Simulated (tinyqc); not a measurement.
# The bottom gap that matches the currents

Problem. Photon flux above E from a black body at temperature T into a hemisphere: Phi(E, T) = A sum_k exp(-k E/th)[E^2 th/k + 2 E th^2/k^2 + 2 th^3/k^3], k = 1, 2, ..., with th = kB T/q in eV and A = 2 pi q^3/(h^3 c^2). In a two-junction cell the top cell (gap E1) absorbs every photon above E1 and the bottom cell (gap E2) every photon between E2 and E1, one electron each; the sun fills the share fs X of the hemisphere. The currents match when Phi(E2, Ts) = 2 Phi(E1, Ts). Find E2 and the matched current q fs X Phi(E1, Ts).

Inputs (values chosen for the exercise):
- Ts = 5800 K (temperature of the black-body sun)
- fs = 2.16e-5 (share of the hemisphere filled by the sun)
- X = 500 (concentration)

Constants: q = 1.602176634e-19 C, kB = 1.380649e-23 J/K, h = 6.62607015e-34 J s, c = 299792458 m/s. Results are converted to the units shown.

E1 = 1.7440817 eV

Answer. Phi falls steadily with energy, so the condition has one root below E1.

E2 = 1.09 eV
matched current = 1.39e4 mA/cm^2

Numbers from tinyqc (`OMP_NUM_THREADS=1 python tinyqc.py 2820031 2820032 out.jsonl`; about 0.01 s on one thread of a shared Intel Xeon 2.30GHz).
